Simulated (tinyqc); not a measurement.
# Absorption edge of a degenerate semiconductor, band filling against gap narrowing: the optical edge against doping

n-type, parabolic bands, full ionisation. eta = (EF - Ec)/kB T solves N = Nc F12(eta), F12(x) = (2/sqrt(pi)) int_0^infinity sqrt(u)/(1 + exp(u - x)) du. The gap shrinks rigidly by dEg = a3 y^(1/3) + a4 y^(1/4) + a2 y^(1/2), y = N/1e18 cm^-3, an empirical law that is here taken as the true narrowing.

Vertical transitions need an empty final state: the edge is taken where the state lies 4 kB T below EF, E_opt = Eg - dEg + (1 + me/mh) max(eta - 4, 0) kB T; wavelength h c/(q E_opt).

Values chosen for this exercise; band and dielectric values close to those of gallium nitride:

| symbol | value | unit | meaning |
|---|---|---|---|
| T | 250 | K | temperature |
| Eg | 3.4 | eV | band gap |
| Nc | 1.67e18 | cm^-3 | conduction-band density of states at 250 K, from me |
| me | 0.197 | m0 | electron mass |
| mh | 1.02 | m0 | hole mass |
| a3 | 18.3 | meV | coefficient of (N/1e18)^(1/3) |
| a4 | 6.7 | meV | coefficient of (N/1e18)^(1/4) |
| a2 | 3.4 | meV | coefficient of (N/1e18)^(1/2) |

Constants: q = 1.602176634e-19 C, kB = 1.380649e-23 J/K, Vt = kB T/q. Results are converted to the units shown.

The optical edge against doping:

| N (cm^-3) | eta | dEg (meV) | filling shift (meV) | E_opt (eV) |
|---|---|---|---|---|
| 4.3e17 | -1.266 | 21.47 | 0 | 3.379 |
| 8.5e17 | -0.4967 | 26.90 | 0 | 3.373 |
| 1.7e18 | 0.3727 | 33.92 | 0 | 3.366 |
| 3.3e18 | 1.361 | 42.45 | 0 | 3.358 |
| 6.5e18 | 2.668 | 53.52 | 0 | 3.346 |
| 1.3e19 | 4.561 | 68.01 | 14.41 | 3.346 |
| 2.5e19 | 7.228 | 85.49 | 82.97 | 3.397 |
| 5e19 | 11.59 | 109.3 | 195.0 | 3.486 |
| 9.8e19 | 18.21 | 139.1 | 365.3 | 3.626 |
| 1.9e20 | 28.36 | 176.9 | 626.1 | 3.849 |

E_opt goes from 3.38 through a minimum of 3.35 (at N = 1.3e19 cm^-3 among the rows listed) to 3.85 eV, against Eg = 3.4 eV; the filling shift is 0 while eta is below 4. At the end narrowing grows as N^(0.36) and EF - Ec as N^(0.67). Filling therefore wins at high density. For N = 5e19, 9.8e19, 1.9e20 EF lies more than 0.2 eV in the band, where non-parabolicity lowers it markedly.

Range of the model: Band tails, non-parabolic bands and incomplete ionisation are left out.

Program tinyqc, `OMP_NUM_THREADS=1 python tinyqc.py 2330113 2330114 out.jsonl`; Intel Xeon 2.30GHz, shared host, one thread, about 0.01 s.
